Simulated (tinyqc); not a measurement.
From one set of inputs to another, one input at a time: two-sublattice mean-field magnet: ferrimagnet, compensation points and susceptibility. Computed by tinyqc, a small Python program. Command: `OMP_NUM_THREADS=1 python tinyqc.py 3016749 3016750 out.jsonl ferri ladder`. One thread of a shared host (Intel(R) Xeon(R) Processor @ 2.30GHz), about 0.02 s of CPU time with the checks.

A random alloy A(1-x)B(x) with H = -sum over pairs J S_i.S_j. a = <S_A> and b = <S_B> are taken along z, a > 0. Exchange fields: h_A = (1 - x) zJ_AA a + x zJ_AB b, h_B = (1 - x) zJ_AB a + x zJ_BB b; a = S_A B_(S_A)(S_A h_A/(k_B T)) and likewise for b, with the Brillouin function B_S(y) = [(2S + 1)/(2S)] coth[(2S + 1) y/(2S)] - [1/(2S)] coth[y/(2S)].

The inputs printed are set A. Inputs not listed in the table keep their values of set A, so the rows need not describe a real material.

Inputs (values chosen for the exercise, for a model ferrimagnet):

| quantity | value | unit |
|---|---|---|
| spin S_A | 1.5 | - |
| spin S_B | 3.5 | - |
| g factor g_A | 2 | - |
| g factor g_B | 2 | - |
| fraction x of B sites | 0.24 | - |
| z J_AA | 44.9 | meV |
| z J_BB | 5.4 | meV |
| z J_AB | -7 | meV |
| T over T_c | 0.71 | - |
| largest number of steps | 3000 | - |

Constants: k_B = 8.617333262e-05 eV/K.

Method:
- Linearised, T (a, b) = M (a, b) with M_ij = S_i (S_i + 1) c_j zJ_ij/(3 k_B), c_A = 1 - x, c_B = x. T_c is the larger eigenvalue, and its eigenvector gives b/a at onset, (T_c - M_AA)/M_AB.
- Repeat from a = S_A, b = -S_B until a and b change by less than 1e-10.
- Net moment m = (1 - x) g_A a + x g_B b in mu_B per site; net spin s = (1 - x) a + x b. At T = 0, a = S_A and b = -S_B. Effective g = m/s.

Each row keeps all changes above it:

| input moved | from | to | T_c (K) | net moment m (mu_B) | a |
|---|---|---|---|---|---|
| set A | - | - | 513.18 | 1.1755 | 1.1570 |
| z J_AA (meV) | 44.9 | 70.6 | 789.43 | 1.3842 | 1.1484 |
| fraction x of B sites | 0.24 | 0.37 | 663.80 | 0.8249 | 1.1563 |
| T over T_c | 0.71 | 0.35 | 663.80 | 0.2056 | 1.4706 |
| z J_BB (meV) | 5.4 | 3.2 | 662.29 | 0.4224 | 1.4696 |
| z J_AB (meV) | -7 | -20 | 764.24 | -0.2696 | 1.4765 |

Which inputs carry the difference?

T_c goes from 513 to 764, a factor 1.49 in all. The largest single move comes from z J_AA (a factor 1.54), and fraction x of B sites works against it (a factor 0.841). net moment m goes from 1.18 to -0.270, -1.45 in all. The largest single move comes from z J_AB (-0.692), and z J_BB works against it (+0.217). a goes from 1.16 to 1.48, a factor 1.28 in all. The largest single move comes from T over T_c (a factor 1.27). The single moves hold for this order of the switches; the total does not depend on the order.

Extremes, crossings and ranges named in words are read from the listed rows.
